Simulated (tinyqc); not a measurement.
Size effects in the resistivity of thin metal films and interconnect lines: one step, computed by the program tinyqc.

Electrons lose their drift at surfaces (a share 1 - p of the hits) and at grain boundaries (reflection R), besides bulk scattering. The line sits in a trench with a non-conducting liner on both walls and the bottom; the spacing equals the drawn width.

Task: Resistance and delay. Total: rho = rho_b [1 + surface excess + grain excess]; resistance per length rho/(w_m h_m); capacitance per length C = 2 k eps_0 (aspect ratio + 1/2), a parallel-plate estimate for two neighbours plus a fixed term for the planes above and below; delay 0.38 R C L^2; effective resistivity per drawn area.

Inputs (values chosen for the exercise, modelled on platinum):

| quantity | value | unit |
|---|---|---|
| bulk resistivity rho_b | 10.5 | microohm cm |
| aspect ratio (height over width) | 2.1 | - |
| line length | 1.1 | micrometre |
| permittivity of the dielectric k | 3.7 | - |

Geometry: line.

rho/rho_b from surfaces = 1.072246

rho/rho_b from grains = 1.118148

metal width w_m = 60.6 nm

metal height h_m = 129.5 nm

share of the trench filled by metal = 97.21644 %

Constants: eps_0 = 8.8541878128e-12 F/m.

Give: resistivity rho; resistance per length; capacitance per length; RC delay; effective resistivity per drawn area.

Result:

resistivity rho = 12.499 microohm cm

resistance per length = 15.927 ohm/micrometre

capacitance per length = 0.17035 fF/micrometre

RC delay = 0.0012476 ps

effective resistivity per drawn area = 12.857 microohm cm

Of the factor 1.22 over bulk, scattering gives 1.19 and the liner 1.03; within scattering, grain boundaries outweigh surfaces (0.12 against 0.07, grains first).
